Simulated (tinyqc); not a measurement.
Finnis-Sinclair potential for a bcc metal: fit to cohesion and elasticity, then vacancy, surfaces and structure: one step, computed by the program tinyqc. Command: `OMP_NUM_THREADS=1 python tinyqc.py 3111995 3111996 out.jsonl fsfit walk`. One thread of a shared host (Intel(R) Xeon(R) Processor @ 2.30GHz), about 0.01 s of CPU time with the checks.

E = (1/2) sum V(r) - A sqrt(rho), rho = sum phi(r), phi = (r - d)^2 for r < d, V = (r - c)^2 (c0 + c1 r + c2 r^2) for r < c. In bcc the 8 first neighbours lie at sqrt(3) a/2 and the 6 second at a; both cut-offs lie below the third shell; Omega = a^3/2; E is per atom and z the number of atoms in a shell. The four constants A, c0, c1, c2 are fitted to E_c, zero pressure, B and C12 - C44 alone, so C44 and C11 - C12 are not matched singly; defects are unrelaxed.

Question. Solution. Solve the three equations.

matrix:
```
                    c0         c1         c2
cohesion       10.1175    30.1141    90.0102
pressure      -49.8504  -120.7734  -278.9656
bulk modulus  131.1556   102.7798  -401.6257
```

right-hand side (eV): 1.3806  -28.0740  207.8202

Give: c0, c1, c2.

Answer.

c0, c1, c2 (eV/angstrom^2, eV/angstrom^3, eV/angstrom^4): 0.506  0.526  -0.218
